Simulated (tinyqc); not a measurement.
Deep-level transient spectroscopy: one step of the calculation.

Schottky contact on an n-type layer with shallow donors Nd (all ionised) and a donor-like deep trap, neutral when filled and positive when empty; depletion approximation. Traps within lam of the depletion edge stay filled. A long pulse to Vp fills the traps beyond x1 = Wp - lam; back at Vr those between x1 and x2 = Wr - lam emit. A rate window reads S = C(t2) - C(t1).

Question. Emission rate and rate window. Emission rate en = sn vth(T) Nc(T) exp(-Et/kB T) = sn g T^2 exp(-Et/kB T), g = vth Nc/(300 K)^2, as vth goes as T^0.5 and Nc as T^1.5 (degeneracy factor 1). For an exponential transient S peaks where en = ew = ln(t2/t1)/(t2 - t1).

Values chosen for this exercise; material values close to those of silicon: conduction-band density of states at 300 K Nc = 2.82e19 cm^-3; thermal velocity at 300 K vth = 2.3e7 cm/s; depth of the trap below the conduction edge Et = 0.13 eV; capture cross-section sn = 1.2e-15 cm^2; first sampling time t1 = 0.1 ms; second sampling time t2 = 0.5 ms; temperature of the transient T = 87 K.

Constants: q = 1.602176634e-19 C, kB = 1.380649e-23 J/K. Results are converted to the units shown.

Give: g; en; 1/en; ew.

Answer.

g = 7.207e21 cm^-2 s^-1 K^-2
en = 1929 1/s
1/en = 0.5185 ms
ew = 4024 1/s

Numbers from tinyqc (`OMP_NUM_THREADS=1 python tinyqc.py 2050051 2050052 out.jsonl`; about 0.01 s on one thread of a shared Intel Xeon 2.30GHz).
